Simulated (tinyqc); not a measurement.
# Floating body of a partially depleted SOI transistor: body voltage and kink: effects of single changes

Source at 0 V. Channel current Ic = 2 nf K Vt^2 [F(0) - F(Vd)](1 + la Vd), F(V) = ln^2(1 + exp((Vg - VT - nf V)/(2 nf Vt))), VT = VT0 - gb Vb. Saturation voltage Vs = 2 Vt sqrt(F(0)) + 3 Vt, excess Ve = (Vd - Vs + sqrt((Vd - Vs)^2 + 0.0004 V^2))/2, multiplication M1 = Ai Ve exp(-Bl/Ve). Each junction passes D(v) = J1 (exp(v/Vt) - 1) + J2 (exp(v/(2 Vt)) - 1). Bipolar current Ib = bb J1 (exp(Vb/Vt) - 1). The body settles where M1 (Ic + Ib) = D(Vb) + D(Vb - Vd) + Vb/Rb; drain current Id = (1 + M1)(Ic + Ib) - D(Vb - Vd).

Parameters, values chosen for the exercise; values of the order met in partially depleted silicon-on-insulator transistors: temperature T = 398 K; threshold at zero body voltage VT0 = 0.47 V; fall of the threshold per volt of body voltage gb = 0.16; slope factor nf = 1.24; gain factor per width K = 340 uA/(V^2 um); channel-length modulation factor la = 0.1 1/V; impact-ionisation prefactor Ai = 3.58 1/V; impact-ionisation voltage Bl = 4.4 V; diffusion saturation current of each junction J1 = 2.4e-9 uA/um; recombination saturation current of each junction J2 = 5.2e-7 uA/um; gain of the lateral bipolar transistor on the diffusion current bb = 3; resistance of a weak body tie to the source (1e9 stands for no tie, and the term is then dropped) Rb = 1e9 kohm um; gate voltage Vg = 0.44 V; drain voltage Vd = 1.2 V.

Constants: q = 1.602176634e-19 C, kB = 1.380649e-23 J/K, Vt = kB T/q. Results are converted to the units shown.

Each table varies one quantity; the others keep the values above.

## Output curve and kink

Rows with more than one solution for Vb (latch) are left out; dId/dVd by a forward difference over 1e-4 V, swing = 1e-4 V over the change of log10 Id; M1 under 1e-12 is printed as 0.

Output curve and kink:
```
Vd (V)  Vb (V)        M1  Id, floating (uA/um)  Id, grounded (uA/um)  ratio  dId/dVd, floating (uS/um)  dId/dVd, grounded (uS/um)
0.6     0.2958  7.599e-5                0.6734                0.2979  2.260                      2.490                    0.02891
0.8     0.4627  0.002082                 1.047                0.3044  3.439                      1.490                    0.03886
1       0.5414   0.01405                 1.344                0.3148  4.269                      1.640                    0.06937
1.2     0.5938   0.04850                 1.781                0.3336  5.340                      3.019                     0.1214
1.4     0.6375    0.1162                 2.776                0.3644  7.618                      8.107                     0.1890
1.6     0.6873    0.2228                 6.714                0.4098  16.38                      46.52                     0.2656
```

Vb rises from 0.296 to 0.687 V and the ratio of the currents rises from 2.26 to 16.4. The output conductance with a floating body exceeds the grounded value by the largest factor among the rows, 175, at Vd = 1.6 V, where Vb = 0.687 V and M1 = 0.223.

## Transfer curve and swing

Same model as above.

Results:
columns A: Vg (V); B: Vb (V); C: M1; D: Id, floating (uA/um); E: Id, grounded (uA/um); F: ratio; G: swing, floating (mV/decade); H: swing, grounded (mV/decade)
```
A          B         C         D         E      F      G      H
0.02  0.1458   0.07107  5.300e-5  3.058e-5  1.733  79.80  99.88
0.12  0.3127   0.07057  0.001069  3.125e-4  3.422  76.92  98.90
0.22  0.4386   0.06870   0.01817  0.003160  5.752  86.98  100.5
0.32  0.5262   0.06307    0.2052   0.02970  6.910  106.1  106.1
0.42  0.5854   0.05141     1.323    0.2302  5.746  148.8  121.7
0.52  0.6181   0.03640     4.703     1.237  3.801  225.1  158.3
0.62  0.6319   0.02290     10.99     4.251  2.584  327.2  223.5
0.82  0.6260  0.006540     31.99     19.21  1.666  556.4  417.2
```

Estimate the missing row, Vg = 0.72 V.

Computed row:
columns A: Vg (V); B: Vb (V); C: M1; D: Id, floating (uA/um); E: Id, grounded (uA/um); F: ratio; G: swing, floating (mV/decade); H: swing, grounded (mV/decade)
```
A          B        C      D      E      F      G      H
0.72  0.6335  0.01297  20.12  10.17  1.979  440.7  313.2
```

With this row back in the table: Vb goes from 0.146 through a maximum of 0.633 (at Vg = 0.72 V among the rows listed) to 0.626 V. The smallest swing among the rows is 76.9 mV a decade with a floating body (at Vg = 0.12 V) and 98.9 with a grounded one; Vt ln 10 = 79.0. The floating swing is smaller by more than 3 % for Vg = 0.02, 0.12, 0.22 V, where the rising Vb lowers the threshold as Vg rises. In the first row the floating body raises the current by a factor of 1.73.

Range of the model: The multiplication law is an empirical form chosen for the exercise; self-heating and capacitive coupling to the body are left out, and the linear laws are rough once Vb passes about 0.7 V or M1 about 0.1.

Numbers from tinyqc (`OMP_NUM_THREADS=1 python tinyqc.py 2182117 2182118 out.jsonl`; about 0.2 s on one thread of a shared Intel Xeon 2.30GHz).
